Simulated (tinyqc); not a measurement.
Starting guesses with DIIS over 6 matrices: SCF starting guesses in the sto-3g basis, for BeH2, spin multiplicity 1. Computed by the program tinyqc with PySCF. RHF with one setting changed at a time; a run stops when the energy changes by less than 1e-09 hartree and the error matrix is below 1e-5. Starts: the lowest orbitals of the core Hamiltonian, of the Wolfsberg-Helmholz matrix (K = 1.75), projected atomic densities, random orbitals, and the highest orbitals of the core Hamiltonian (a deliberately bad start).

Geometry (angstrom):
```
atom,x,y,z
Be,0.0000,0.0000,0.0000
H,0.0000,1.8520,0.0000
H,0.0000,-1.8520,0.0000
```

lowest restricted solution found by these runs and by PySCF = -15.413489 hartree

Largest element of the error matrix X^T (FDS - SDF) X:
```
iteration,core,Wolfsberg-Helmholz,atomic densities,random,highest core orbitals
1,4.5e-01,2.4e-01,1.7e-01,2.9e+00,8.7e-02
2,6.4e-02,2.9e-02,1.1e-01,2.9e-01,2.7e-01
3,5.8e-03,8.4e-03,2.3e-02,7.5e-02,2.7e-01
4,1.4e-03,1.1e-03,1.5e-03,3.1e-02,2.7e-01
5,1.4e-04,6.2e-06,7.2e-07,7.0e-03,2.2e-01
6,3.2e-06,6.0e-06,1.0e-07,1.2e-03,2.8e-01
8,-,-,-,3.9e-05,3.5e-01
10,-,-,-,7.8e-07,2.0e-01
14,-,-,-,-,1.7e-02
```

How each run ends:
```
run,iterations,E (hartree),state
core,7,-15.413489,lowest found
Wolfsberg-Helmholz,6,-15.413489,lowest found
atomic densities,6,-15.413489,lowest found
random,10,-15.413489,lowest found
highest core orbitals,18,-15.413489,lowest found
```

What does the comparison show, and why?

5 of 5 runs reach the lowest restricted solution found, in 6 to 18 iterations (fastest: Wolfsberg-Helmholz, atomic densities). The first errors are 5e-01, 2e-01, 2e-01, 3e+00, 9e-02; the deliberately bad start has the smallest one, so a small first error does not mark a good start.
